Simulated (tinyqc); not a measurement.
# Changing the density rho_2

Model: longitudinal sound in a periodic multilayer: transfer matrices, stop bands and folded phonons. Computed by tinyqc, a small Python program. Command: `OMP_NUM_THREADS=1 python tinyqc.py 3010217 3010218 out.jsonl multilayer sweep`. One thread of a shared host (Intel(R) Xeon(R) Processor @ 2.30GHz), about 0.01 s of CPU time with the checks.

Layers 1 and 2 repeat with period d = d_1 + d_2; waves travel normal to the layers, without loss. State vector (u, s): displacement u and stress divided by omega. Impedances Z = rho v are in 1e6 kg/(m^2 s).

Inputs (values chosen for the exercise, modelled on silica (layer 1), titanium nitride (layer 2) and silica (substrate)): density rho_1 = 2.16 g/cm^3; velocity v_1 = 5980 m/s; thickness d_1 = 2.13 nm; velocity v_2 = 10100 m/s; thickness d_2 = 3.67 nm; substrate density = 2.23 g/cm^3; substrate velocity = 5880 m/s; periods N = 12.

Method:
- Z = rho v; interface reflection r = (Z_2 - Z_1)/(Z_2 + Z_1) (stress amplitude, from 1 into 2); Bragg frequency f_B = 1/[2 (d_1/v_1 + d_2/v_2)]; long-wave velocity v_eff = d/sqrt[(d_1/v_1)^2 + (d_2/v_2)^2 + (Z_1/Z_2 + Z_2/Z_1)(d_1/v_1)(d_2/v_2)].
- A layer maps (u, s) by [[cos p, sin p/Z], [-Z sin p, cos p]], p = 2 pi f d_i/v_i; one period is M = M_2 M_1, and cos(q d) = trace(M)/2.
- For N periods A = M^N. A wave comes from a thick layer of material 1 and leaves into the substrate (Z_s): transmitted power T = 4 Z_1 Z_s/|Z_1 A_22 + Z_s A_11 - i (Z_1 Z_s A_12 - A_21)|^2, reflected power R = 1 - T.
- Gap m contains m f_B; its edges, where trace(M)/2 = (-1)^m, are found by root search. Weak-contrast estimate of the width: (4 f_B/pi) |r sin(m pi a)|, a = (d_1/v_1)/(d_1/v_1 + d_2/v_2).

One run for each value; columns: (1) density rho_2 (g/cm^3); (2) width/f_B (%); (3) transmitted power at f_B; (4) interface reflection r; (5) long-wave velocity v_eff (m/s):
```
(1)       (2)         (3)      (4)     (5)
1.41     6.21  3.2403e-01  0.04876  8051.0
1.98    27.60  1.1302e-04  0.21514  7871.8
2.78    48.23  3.2844e-08  0.36983  7489.1
3.92    67.84  8.6099e-12  0.50801  6943.0
5.51    85.66  2.4351e-15  0.62324  6303.7
7.75   101.72  6.7785e-19  0.71671  5621.3
10.90  115.94  1.8894e-22  0.78998  4942.3
15.30  128.30  5.5219e-26  0.84572  4301.5
```

Describe and explain the trends.

Over the rows, width/f_B (%) rises from 6.21 to 128 (exponent d ln y / d ln x 4.4 between the first rows and 0.30 between the last); transmitted power at f_B falls from 0.324 to 5.52e-26 (exponent d ln y / d ln x about -24 throughout); interface reflection r rises from 0.0488 to 0.846 (exponent d ln y / d ln x 4.4 between the first rows and 0.20 between the last). Contrast widens the gap and deepens it; it also slows long waves, since the soft layer sets the stiffness and the heavy one the mass.

Caution (all rows): at these frequencies damping, strong in glasses, and rough interfaces, both left out here, can weaken the stop bands; layers only a few atoms thick are also beyond continuum acoustics. Caution (rows 2.78, 3.92, 5.51, 7.75, 10.9, 15.3): so small a transmitted power at f_B holds only for perfect layers and strictly normal incidence.
